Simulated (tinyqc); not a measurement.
# Worked calculation: double-gate transistor, scale length and short-channel effects

Numbers from tinyqc (`OMP_NUM_THREADS=1 python tinyqc.py 2420164 2420165 out.jsonl`; about 0.01 s on one thread of a shared Intel Xeon 2.30GHz). Printed values are rounded.

A body of thickness ts between two insulators of thickness ti and two tied gates. Below threshold the potential that source and drain add obeys Laplace's equation and vanishes on the gate. Its lowest mode decays along the channel as exp(-k y); k is the smallest positive root of the matching condition at the interface, and the scale length is Lambda = pi/k.

Parameters, values chosen for the exercise; permittivities: semiconductor made up, insulator close to that of silicon dioxide: temperature T = 300 K; relative permittivity of the semiconductor eps_r = 14.7; relative permittivity of the insulator ei = 4.07; insulator thickness ti = 2.1 nm; body thickness ts = 11.7 nm; channel length L = 39 nm; potential of the source Vbi = 1.04 V; potential of the barrier top at threshold sT = 0.43 V; long-channel threshold VTL = 0.49 V; long-channel body factor m = 1; drain voltage Vds = 0.6 V.

Constants: q = 1.602176634e-19 C, kB = 1.380649e-23 J/K, Vt = kB T/q. Results are converted to the units shown.

## Scan of the matching condition

k, point 0 to 7 (1/nm): 0.0225  0.045  0.0675  0.09  0.1125  0.135  0.1575  0.18

f(k) = ei cos(k ti) cos(k ts/2) - eps_r sin(k ti) sin(k ts/2).

f(k), point 0 to 7: 3.93917  3.55131  2.92020  2.06832  1.02607  -0.16915  -1.47423  -2.84174

The first change of sign lies between k = 0.1125 and 0.135 1/nm.

## Iteration 1: decay constant by Newton steps

k at the start = 0.1125 1/nm

f(k) = ei cos(k ti) cos(k ts/2) - eps_r sin(k ti) sin(k ts/2); f' by a central difference with +/- 1e-5 1/nm; k(new) = k - f/f'.

f = 1.02607
f' = -50.0215 nm
k after iteration 1 = 0.133013 1/nm

## Iteration 2: decay constant by Newton steps

As before.

f = -0.0584902
f' = -55.4594 nm
k after iteration 2 = 0.131958 1/nm

## Course of the iteration: decay constant by Newton steps

Stop when k changes by less than 1e-10 1/nm, or after 30 iterations.

Course of the iteration:
```
iteration  k (1/nm)  |change| (1/nm)
1          0.133013           0.0205
2          0.131958          1.05e-3
3          0.131956          2.29e-6
4          0.131956         1.09e-11
```

Converged in 4 iterations. At the end the number of correct digits about doubles with each step.

## Scale length against simple estimates

k = 0.131956 1/nm

Lambda = pi/k and l = 1/k. A parabolic potential across the structure gives l(parabolic) = sqrt((eps_r/(2 ei)) ts ti (1 + ei ts/(4 eps_r ti))).

Lambda = 23.8079 nm
l = 7.57830 nm
l(parabolic) = 7.84105 nm

The parabolic estimate is 3.5 % above l.

## Threshold shift, barrier position and swing

Along the channel psi(y) = s + a exp(y/l) + b exp(-y/l) with psi(0) = Vbi, psi(L) = Vbi + Vds and l = 1/k = Lambda/pi; with A = Vbi - s, B = A + Vds, x = exp(-L/l): a = (B - A x) x/(1 - x^2), b = (A - B x)/(1 - x^2). The minimum is s + 2 sqrt(a b), at y = (l/2) ln(b/a). The long-channel potential follows the gate as s = sT + (Vg - VTL)/m, and the threshold VT is the gate voltage at which the minimum equals sT. Swing = m Vt ln 10/g at threshold, g = d(minimum)/ds = 1 - (b x + a)/((1 + x) sqrt(a b)).

s at threshold = 0.275155 V
a = 0.00791920 V
b = 0.756926 V
position of the minimum = 17.2784 nm
VT = 0.335155 V
swing = 70.7195 mV/decade

The threshold lies 155 mV below the long-channel value, and the barrier top sits at 0.44 L from the source.
